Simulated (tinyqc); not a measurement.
Worked calculation: estimate of lattice thermal conductivity from elastic moduli (Slack, Klemens and Cahill formulas). Computed by tinyqc, a small Python program that keeps every step. Command: `OMP_NUM_THREADS=1 python tinyqc.py 3000913 3000914 out.jsonl slack walk`. One thread of a shared host (Intel(R) Xeon(R) Processor @ 2.30GHz), about 0.01 s of CPU time with the checks. Intermediate numbers are printed to about 5 digits and carried at full precision; extremes and crossings named in words are read from the listed rows.

An isotropic solid.

Inputs (values chosen for the exercise, for a model crystal):
```
quantity                               value        unit
bulk modulus B                            28         GPa
shear modulus G                         10.1         GPa
volume per atom V                       30.7  angstrom^3
mean atomic mass M                       122           u
atoms per primitive cell n                20           -
volume expansion coefficient alpha_V    45.5       ppm/K
temperature T                            500           K
disorder parameter Gamma              0.0035           -
grain size d                            5200          nm
```

Grueneisen parameter: from thermal expansion.

Constants: u = 1.6605390666e-27 kg; hbar = 1.054571817e-34 J s; k_B = 1.380649e-23 J/K; h = 6.62607015e-34 J s.

## Velocities, Poisson ratio and Debye temperature

rho = M/V; vL = sqrt((B + 4G/3)/rho), vT = sqrt(G/rho); v_m = [(vL^-3 + 2 vT^-3)/3]^(-1/3); Poisson ratio sigma = (3B - 2G)/(6B + 2G); Theta = hbar v_m (6 pi^2/V)^(1/3)/k_B.

density rho = 6598.9 kg/m^3

vL = 2506.8 m/s

vT = 1237.2 m/s

v_m = 1388.9 m/s

Poisson ratio sigma = 0.33900

Debye temperature Theta = 132.06 K

## Grueneisen parameter

gamma = alpha_V B V/(3 k_B), with the classical heat capacity 3 k_B per atom.

Grueneisen parameter gamma = 0.94429

## Conductivity of the perfect crystal

Slack, an estimate for T near or above Theta_a: kappa = A M Theta_a^3 delta n^(1/3)/(gamma^2 T) in W/(m K), with M in u, delta = V^(1/3) in angstrom, Theta_a = Theta n^(-1/3) and A = 2.43e-6/(1 - 0.514/gamma + 0.228/gamma^2).

acoustic Debye temperature Theta_a = 48.651 K

A = 3.4159e-06

kappa of the perfect crystal = 0.91488 W/(m K)

## Point defects and grains

High-temperature forms with the classical heat capacity. Klemens: kappa/kappa_0 = arctan(u)/u, u^2 = pi^2 Theta V Gamma kappa_0/(h v_m^2). Grains: 1/kappa_poly = 1/kappa + 1/(C v_m d/3), C = 3 k_B/(n V), the acoustic branches alone.

disorder scale u = 0.31661

kappa with point defects = 0.88602 W/(m K)

grain-boundary limit = 162.40 W/(m K)

kappa of the polycrystal = 0.88122 W/(m K)

For small u the loss is about u^2/3 = 0.033. Grains remove a further 1 %.

## Minimum conductivity

Cahill minimum: kappa_min = (pi/6)^(1/3) k_B V^(-2/3) sum over L, T, T of v (T/Theta_i)^2 int_0^(Theta_i/T) x^3 e^x/(e^x - 1)^2 dx, Theta_i = Theta v_i/v_m (64 Gauss-Legendre points). Its high-temperature limit is (1/2) (pi/6)^(1/3) k_B V^(-2/3) (vL + 2 vT).

kappa_min = 0.28101 W/(m K)

its high-temperature limit = 0.28267 W/(m K)

kappa_poly/kappa_min = 3.1359

## All estimates against temperature

The formulas are those given above.

Kappa (W/(m K)):
```
T (K)  perfect crystal  with point defects  polycrystal  minimum
200             2.2872              2.1206       2.0932  0.27264
300             1.5248              1.4475       1.4347  0.27811
400             1.1436              1.0991       1.0917  0.28009
550             0.8317              0.8077       0.8037  0.28130
750             0.6099              0.5969       0.5947  0.28193
1000            0.4574              0.4500       0.4488  0.28226
1300            0.3519              0.3475       0.3467  0.28243
1700            0.2691              0.2665       0.2660  0.28253
```

The perfect crystal follows 1/T. With point defects the exponent runs from -0.94 to -0.99 (the strong-disorder limit is -1/2), and with grains from -0.93 to -0.99. The polycrystal estimate falls below the minimum from 1700 K on, where it loses its meaning.

Checks made by the program: arctan(u)/u against the Debye integral of 1/(1 + u^2 y^2) (relative difference below 1e-10).
